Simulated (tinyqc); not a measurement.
Hueckel theory of the pi electrons, for the molecule Nc1c[nH]c(Cl)c1 (SMILES; centres numbered as the heavy atoms are written), step by step. Computed by tinyqc, a small Python program that keeps every step. Settings: charge = 0. Command: `OMP_NUM_THREADS=1 python tinyqc.py 27224 27225 out.jsonl` (the two numbers bound the seeds that draw the settings). One thread of a shared host (Intel(R) Xeon(R) Processor @ 2.60GHz), about 0.01 s of CPU time with the checks.

## The Hueckel matrix

Centres:
```
centre  z_r, pi electrons of the neutral centre         h
1N                                            2  1.500000
2C                                            1  0.000000
3C                                            1  0.000000
4N                                            2  1.500000
5C                                            1  0.000000
6Cl                                           2  2.000000
7C                                            1  0.000000
```

Bonds:
```
i  j         k
1  2  0.800000
2  3         1
3  4  0.800000
4  5  0.800000
5  6  0.400000
5  7         1
7  2         1
```

H_rr = alpha + h_r beta, H_rs = k_rs beta for bonded centres.

Hueckel matrix in units of beta (H = alpha + beta A):
```
           1N        2C        3C        4N        5C       6Cl        7C
1N   1.500000  0.800000  0.000000  0.000000  0.000000  0.000000  0.000000
2C   0.800000  0.000000  1.000000  0.000000  0.000000  0.000000  1.000000
3C   0.000000  1.000000  0.000000  0.800000  0.000000  0.000000  0.000000
4N   0.000000  0.000000  0.800000  1.500000  0.800000  0.000000  0.000000
5C   0.000000  0.000000  0.000000  0.800000  0.000000  0.400000  1.000000
6Cl  0.000000  0.000000  0.000000  0.000000  0.400000  2.000000  0.000000
7C   0.000000  1.000000  0.000000  0.000000  1.000000  0.000000  0.000000
```

## Orbitals

pi electrons, sum of z_r less the charge = 10

Diagonalise; E = alpha + x beta with beta < 0, so the largest x are filled first; degenerate levels share their electrons. P = sum n_i c_ri c_si; each orbital has its largest coefficient positive (the first on a tie).

x values: 2.451717  2.048708  1.832336  0.935091  0.480415  -1.047986  -1.700281

occupations: 2.000000  2.000000  2.000000  2.000000  2.000000  0.000000  0.000000

coefficients:
```
          MO1        MO2        MO3        MO4        MO5        MO6        MO7
1N   0.297882  -0.375860   0.666581  -0.439688  -0.316269   0.087350  -0.157111
2C   0.354374  -0.257797   0.276911   0.310479   0.403079  -0.278207   0.628499
3C   0.337113  -0.153014  -0.101200  -0.017826   0.646447   0.543006  -0.373675
4N   0.590165  -0.069605  -0.577929  -0.408936  -0.115645  -0.363569   0.008567
5C   0.364974   0.105273  -0.138883   0.306590  -0.499060   0.614954   0.339405
6Cl  0.323189   0.864515   0.331336  -0.115161   0.131367  -0.080703  -0.036690
7C   0.293406  -0.074449   0.075329   0.659903  -0.199787  -0.321328  -0.569261
```

charge and bond-order matrix P:
```
            1N         2C         3C         4N         5C        6Cl         7C
1N    1.935372   0.246091  -0.212279   0.066207  -0.000784   0.002570  -0.122738
2C    0.246091   1.055180   0.771844  -0.213063  -0.084461   0.001214   0.536768
3C   -0.212279   0.771844   1.131024   0.401242  -0.414193   0.060224  -0.076471
4N    0.066207  -0.213063   0.401242   1.735489   0.441341  -0.058054  -0.223896
5C   -0.000784  -0.084461  -0.414193   0.441341   1.013271   0.124163   0.781623
6Cl   0.002570   0.001214   0.060224  -0.058054   0.124163   1.984282  -0.093636
7C   -0.122738   0.536768  -0.076471  -0.223896   0.781623  -0.093636   1.145381
```

## Energy, charges, bond orders

E = sum n x; q_r = z_r - P_rr; bond order p = P_rs; free valence = sqrt(3) - sum of p over the bonds of the atom.

pi energy = 10 alpha + this times beta = 15.496534

pi charges: 1N 0.064628, 2C -0.055180, 3C -0.131024, 4N 0.264511, 5C -0.013271, 6Cl 0.015718, 7C -0.145381

Bond orders and lengths from R = 1.517 - 0.180 p (angstrom, C-C alone):
```
bond         p         R
1-2   0.246091         -
2-3   0.771844  1.378068
3-4   0.401242         -
4-5   0.441341         -
5-6   0.124163         -
5-7   0.781623  1.376308
7-2   0.536768  1.420382
```

free valence of the carbons: 2C 0.177348, 3C 0.558964, 5C 0.384924, 7C 0.413660

gap between the highest filled and the next level = 1.528401 |beta|
